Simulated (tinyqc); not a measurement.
Hueckel theory of the pi electrons with the omega technique, for the molecule O=c1cccc(F)cc1 (SMILES; centres numbered as the heavy atoms are written), step by step. One step of it, computed by the program tinyqc.

Problem. Energy, charges, bond orders. E = sum n x; q_r = z_r - P_rr; bond order p = P_rs; free valence = sqrt(3) - sum of p over the bonds of the atom.

final x values: 3.578757  2.170355  1.510202  1.317698  0.416764  -0.381560  -0.639389  -1.738234  -1.864594

occupations: 2.000000  2.000000  2.000000  2.000000  2.000000  0.000000  0.000000  0.000000  0.000000

final P:
```
           1O         2C         3C         4C         5C         6C         7F         8C
1O   1.466049   0.698923  -0.193143  -0.268806   0.205616   0.190773  -0.033801  -0.267713
2C   0.698923   0.926523   0.481129   0.079496  -0.133134  -0.127742   0.025684   0.076316
3C  -0.193143   0.481129   0.947562   0.742459   0.057963  -0.309579   0.061931  -0.133451
4C  -0.268806   0.079496   0.742459   0.937003   0.565790   0.081831  -0.029208  -0.149858
5C   0.205616  -0.133134   0.057963   0.565790   0.950322   0.707754  -0.103474   0.089109
6C   0.190773  -0.127742  -0.309579   0.081831   0.707754   0.918634   0.164246   0.551497
7F  -0.033801   0.025684   0.061931  -0.029208  -0.103474   0.164246   1.974532  -0.072238
8C  -0.267713   0.076316  -0.133451  -0.149858   0.089109   0.551497  -0.072238   0.940109
9C  -0.182371   0.477260   0.237429  -0.126824  -0.307390   0.078042  -0.029911   0.749229

           9C
1O  -0.182371
2C   0.477260
3C   0.237429
4C  -0.126824
5C  -0.307390
6C   0.078042
7F  -0.029911
8C   0.749229
9C   0.939266
```

Centres:

| centre | z_r, pi electrons of the neutral centre | h |
|---|---|---|
| 1O | 1 | 0.990000 |
| 2C | 1 | 0.000000 |
| 3C | 1 | 0.000000 |
| 4C | 1 | 0.000000 |
| 5C | 1 | 0.000000 |
| 6C | 1 | 0.000000 |
| 7F | 2 | 3.380000 |
| 8C | 1 | 0.000000 |
| 9C | 1 | 0.000000 |

Bonds:

| i | j | k |
|---|---|---|
| 1 | 2 | 1 |
| 2 | 3 | 1 |
| 3 | 4 | 1 |
| 4 | 5 | 1 |
| 5 | 6 | 1 |
| 6 | 7 | 0.680000 |
| 6 | 8 | 1 |
| 8 | 9 | 1 |
| 9 | 2 | 1 |

Give: pi energy = 10 alpha + this times beta; pi charges; Bond orders and lengths from R = 1.517 - 0.180 p; free valence of the carbons; gap between the highest filled and the next level.

Solution.

pi energy = 10 alpha + this times beta = 17.9876

pi charges: 1O -0.4660, 2C 0.0735, 3C 0.0524, 4C 0.0630, 5C 0.0497, 6C 0.0814, 7F 0.0255, 8C 0.0599, 9C 0.0607

Bond orders and lengths from R = 1.517 - 0.180 p (angstrom, C-C alone):

| bond | p | R |
|---|---|---|
| 1-2 | 0.6989 | - |
| 2-3 | 0.4811 | 1.4304 |
| 3-4 | 0.7425 | 1.3834 |
| 4-5 | 0.5658 | 1.4152 |
| 5-6 | 0.7078 | 1.3896 |
| 6-7 | 0.1642 | - |
| 6-8 | 0.5515 | 1.4177 |
| 8-9 | 0.7492 | 1.3821 |
| 9-2 | 0.4773 | 1.4311 |

free valence of the carbons: 2C 0.0747, 3C 0.5085, 4C 0.4238, 5C 0.4585, 6C 0.3086, 8C 0.4313, 9C 0.5056

gap between the highest filled and the next level = 0.7983 |beta|
